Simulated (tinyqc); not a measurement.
Growth with time: grain growth, pinning, strength and diffusional creep of a polycrystal or thin film. Computed by tinyqc, a small Python program. Command: `OMP_NUM_THREADS=1 python tinyqc.py 3016948 3016949 out.jsonl grain walk`. One thread of a shared host (Intel(R) Xeon(R) Processor @ 2.30GHz), about 0.01 s of CPU time with the checks.

One mean grain size d describes the structure.

Inputs (values chosen for the exercise, modelled on nickel):

| quantity | value | unit |
|---|---|---|
| boundary energy gamma | 0.8 | J/m^2 |
| mobility prefactor M0 | 6.8e-07 | m^4/(J s) |
| activation energy of boundary motion Q_m | 1.52 | eV |
| anneal temperature T | 765 | K |
| initial grain size d0 | 44 | nm |
| particle volume fraction f | 0.012 | - |
| particle radius r | 1.8 | nm |
| film thickness h | 77 | nm |
| surface energy gamma_s | 2.9 | J/m^2 |

Sample: thin film on a substrate.

Constants: k_B = 8.617333262e-05 eV/K.

Method. M = M0 exp(-Q_m/(k_B T)). The driving pressure is 2 gamma/d. Zener pinning pressure 3 f gamma/(2 r) stops growth at d_Z = 4 r/(3 f). Grooves where boundaries meet the surface have the angle theta = arcsin(gamma/(2 gamma_s)) and are taken to stop growth at d_h = h/(2 theta), a few film thicknesses; the limit is 1/d_lim = 1/d_Z + 1/d_h. dd/dt = 2 M gamma (1/d - 1/d_lim) integrates to 2 M gamma t = d_lim (d0 - d) + d_lim^2 ln[(d_lim - d0)/(d_lim - d)]; without pinning d^2 = d0^2 + 4 M gamma t.

limit d_lim = 116.359 nm

mobility M = 6.58919e-17 m^4/(J s)

At T:

| t (s) | free growth (nm) | pinned growth (nm) | d/d_lim |
|---|---|---|---|
| 0.19 | 44.45 | 44.28 | 0.38056 |
| 0.64 | 45.51 | 44.94 | 0.38620 |
| 1.9 | 48.34 | 46.69 | 0.40130 |
| 6.4 | 57.32 | 52.20 | 0.44865 |
| 19 | 77.09 | 63.65 | 0.54699 |
| 64 | 124.22 | 85.62 | 0.73580 |
| 190 | 204.93 | 106.75 | 0.91740 |
| 640 | 369.98 | 116.09 | 0.99771 |

What follows from these numbers?

The apparent exponent d ln d/d ln t of the pinned growth is at most about 0.24, below the ideal 1/2, and falls to 0.069 in the last rows: the initial size hides the law early and pinning hides it late.
